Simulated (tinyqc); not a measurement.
Biaxially strained (001) channel, valley splitting in an inversion layer: two steps of the calculation.

A thin layer grown on a relaxed buffer is stretched in the plane. The two valleys with their long axis along the growth direction (D2) sink against the four in-plane ones (D4); confinement in a triangular well splits them too. Only the lowest subband of each set is kept; one relaxation time, so the weakening of intervalley scattering is left out.

Values chosen for this exercise; values close to those of silicon on relaxed silicon-germanium:

| symbol | value | unit | meaning |
|---|---|---|---|
| T | 300 | K | temperature |
| x | 0.18 |  | germanium share of the relaxed buffer |
| b1 | 0.0418 |  | lattice mismatch per unit x |
| c11 | 165 | GPa | elastic constant |
| c12 | 62.6 | GPa | elastic constant |
| ml | 0.913 | m0 | longitudinal mass |
| mt | 0.195 | m0 | transverse mass |
| Ns | 1.3e12 | cm^-2 | inversion density |
| bv | 0.384 | nm | Burgers vector |

Constants: q = 1.602176634e-19 C, kB = 1.380649e-23 J/K, Vt = kB T/q. Results are converted to the units shown.

Task 1. Critical thickness by substitution. Critical thickness (Matthews-Blakeslee, 60-degree dislocations): h = bv (1 - nu/4)[ln(h/bv) + 1]/(4 pi e_par (1 + nu)), nu = c12/(c11 + c12). The right side gives h(new); e_par = b1 x.

h after iteration 1 = 19.465409 nm

Give: h after iteration 2.

Result 1.

h after iteration 2 = 14.611 nm

Task 2. Share of the light valleys and conductivity mass. EF solves Ns = N2 ln(1 + exp((EF - E2)/Vt)) + N4 ln(1 + exp((EF - E4)/Vt)); f2 is the share in D2, and 1/mc = f2/mt + (1 - f2)(1/mt + 1/ml)/2.

EF = 0.14607135 eV
E2 = 0.17238509 eV
N2 = 4.2116856e12 cm^-2

Find: f2; mc.

Result 2.

f2 = 0.9994
mc = 0.1950 m0

Computed by the program tinyqc: `OMP_NUM_THREADS=1 python tinyqc.py 2530048 2530049 out.jsonl`, one thread of a shared Intel Xeon 2.30GHz, about 0.02 s for the whole run.
